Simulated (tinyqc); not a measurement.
# Scale length and length offset from two DIBL values

Problem. DIBL = exp(-Le/(2 l)) + 2 exp(-Le/l) with Le = L - dL. Find l, dL and the drawn length for a DIBL of 100 mV/V.

DIBL at drawn lengths 78 and 140 nm (mV/V): [131.19715, 18.029453]

Answer. With e = exp(-Le/(2 l)), 2 e^2 + e = DIBL gives e and so Le/l at each length; Le/l is a straight line in L with slope 1/l.

l = 17.00 nm
dL = 2.300 nm
length for 100 mV/V = 85.95 nm

Program tinyqc, `OMP_NUM_THREADS=1 python tinyqc.py 2002155 2002156 out.jsonl`; Intel Xeon 2.30GHz, shared host, one thread, about 0.01 s.
